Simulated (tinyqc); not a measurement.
Two-sublattice mean-field magnet: ferrimagnet, compensation points and susceptibility: one step, computed by the program tinyqc. Command: `OMP_NUM_THREADS=1 python tinyqc.py 3018426 3018427 out.jsonl ferri walk`. One thread of a shared host (Intel(R) Xeon(R) Processor @ 2.30GHz), about 0.02 s of CPU time with the checks.

A random alloy A(1-x)B(x) with H = -sum over pairs J S_i.S_j. a = <S_A> and b = <S_B> are taken along z, a > 0. Exchange fields: h_A = (1 - x) zJ_AA a + x zJ_AB b, h_B = (1 - x) zJ_AB a + x zJ_BB b; a = S_A B_(S_A)(S_A h_A/(k_B T)) and likewise for b, with the Brillouin function B_S(y) = [(2S + 1)/(2S)] coth[(2S + 1) y/(2S)] - [1/(2S)] coth[y/(2S)].

Task: Net moment and spin. Net moment m = (1 - x) g_A a + x g_B b in mu_B per site; net spin s = (1 - x) a + x b. At T = 0, a = S_A and b = -S_B. Effective g = m/s.

Inputs (values chosen for the exercise, for a model ferrimagnet):
```
quantity               value  unit
spin S_A                 1.5     -
spin S_B                 3.5     -
g factor g_A             2.2     -
g factor g_B               2     -
fraction x of B sites   0.41     -
```

a = 1.443913

b = -2.801235

Give: net moment m; net spin s; m at T = 0; effective g.

Result:

net moment m = -0.4228 mu_B

net spin s = -0.2966

m at T = 0 = -0.923 mu_B

effective g = 1.426

B dominates at T, as at T = 0.
